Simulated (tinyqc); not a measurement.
Empirical pseudopotential in a few plane waves, step by step. One step of it, computed by the program tinyqc.

Problem. Levels at k. Diagonalise the Hermitian matrix.

H(k) at k (eV):
```
,+0+0+0,-1-1-1,-1-1+1,-1+1-1,-1+1+1,+1-1-1,+1-1+1,+1+1-1,+1+1+1,-2+0+0,+0-2+0,+0+0-2,+0+0+2,+0+2+0,+2+0+0
+0+0+0,0.877952,2.222377+0.327103i,-2.222377+0.327103i,-2.222377+0.327103i,-2.222377-0.327103i,-2.222377+0.327103i,-2.222377-0.327103i,-2.222377-0.327103i,2.222377-0.327103i,0.000000+0.666679i,0.000000+0.666679i,0.000000+0.666679i,0.000000-0.666679i,0.000000-0.666679i,0.000000-0.666679i
-1-1-1,2.222377-0.327103i,10.026356,0.000000-0.666679i,0.000000-0.666679i,-0.503411,0.000000-0.666679i,-0.503411,-0.503411,0.000000,-2.222377-0.327103i,-2.222377-0.327103i,-2.222377-0.327103i,-0.606103,-0.606103,-0.606103
-1-1+1,-2.222377-0.327103i,0.000000+0.666679i,17.895951,0.503411,0.000000-0.666679i,0.503411,0.000000-0.666679i,0.000000,-0.503411,-2.222377+0.327103i,-2.222377+0.327103i,0.606103,2.222377-0.327103i,-0.606103,-0.606103
-1+1-1,-2.222377-0.327103i,0.000000+0.666679i,0.503411,12.583974,0.000000-0.666679i,0.503411,0.000000,0.000000-0.666679i,-0.503411,-2.222377+0.327103i,0.606103,-2.222377+0.327103i,-0.606103,2.222377-0.327103i,-0.606103
-1+1+1,-2.222377+0.327103i,-0.503411,0.000000+0.666679i,0.000000+0.666679i,20.453569,0.000000,0.503411,0.503411,0.000000-0.666679i,2.222377+0.327103i,-0.606103,-0.606103,-2.222377-0.327103i,-2.222377-0.327103i,0.606103
+1-1-1,-2.222377-0.327103i,0.000000+0.666679i,0.503411,0.503411,0.000000,10.813315,0.000000-0.666679i,0.000000-0.666679i,-0.503411,0.606103,-2.222377+0.327103i,-2.222377+0.327103i,-0.606103,-0.606103,2.222377-0.327103i
+1-1+1,-2.222377+0.327103i,-0.503411,0.000000+0.666679i,0.000000,0.503411,0.000000+0.666679i,18.682910,0.503411,0.000000-0.666679i,-0.606103,2.222377+0.327103i,-0.606103,-2.222377-0.327103i,0.606103,-2.222377-0.327103i
+1+1-1,-2.222377+0.327103i,-0.503411,0.000000,0.000000+0.666679i,0.503411,0.000000+0.666679i,0.503411,13.370934,0.000000-0.666679i,-0.606103,-0.606103,2.222377+0.327103i,0.606103,-2.222377-0.327103i,-2.222377-0.327103i
+1+1+1,2.222377+0.327103i,0.000000,-0.503411,-0.503411,0.000000+0.666679i,-0.503411,0.000000+0.666679i,0.000000+0.666679i,21.240529,-0.606103,-0.606103,-0.606103,-2.222377+0.327103i,-2.222377+0.327103i,-2.222377+0.327103i
-2+0+0,0.000000-0.666679i,-2.222377+0.327103i,-2.222377-0.327103i,-2.222377-0.327103i,2.222377-0.327103i,0.606103,-0.606103,-0.606103,-0.606103,19.764980,0.503411,0.503411,-0.503411,-0.503411,0.000000
+0-2+0,0.000000-0.666679i,-2.222377+0.327103i,-2.222377-0.327103i,0.606103,-0.606103,-2.222377-0.327103i,2.222377-0.327103i,-0.606103,-0.606103,0.503411,17.994321,0.503411,-0.503411,0.000000,-0.503411
+0+0-2,0.000000-0.666679i,-2.222377+0.327103i,0.606103,-2.222377-0.327103i,-0.606103,-2.222377-0.327103i,-0.606103,2.222377-0.327103i,-0.606103,0.503411,0.503411,12.682344,0.000000,-0.503411,-0.503411
+0+0+2,0.000000+0.666679i,-0.606103,2.222377+0.327103i,-0.606103,-2.222377+0.327103i,-0.606103,-2.222377+0.327103i,0.606103,-2.222377-0.327103i,-0.503411,-0.503411,0.000000,28.421534,0.503411,0.503411
+0+2+0,0.000000+0.666679i,-0.606103,-0.606103,2.222377+0.327103i,-2.222377+0.327103i,-0.606103,0.606103,-2.222377+0.327103i,-2.222377-0.327103i,-0.503411,0.000000,-0.503411,0.503411,23.109557,0.503411
+2+0+0,0.000000+0.666679i,-0.606103,-0.606103,-0.606103,0.606103,2.222377+0.327103i,-2.222377+0.327103i,-2.222377+0.327103i,-2.222377-0.327103i,0.000000,-0.503411,-0.503411,0.503411,0.503411,21.338899
```

Give: eigenvalues.

Solution.

eigenvalues (eV): -1.8117  7.1400  9.0961  9.4811  13.4353  14.7760  16.1407  16.5388  18.1445  19.5293  21.8587  23.0624  24.8732  25.9894  31.0032
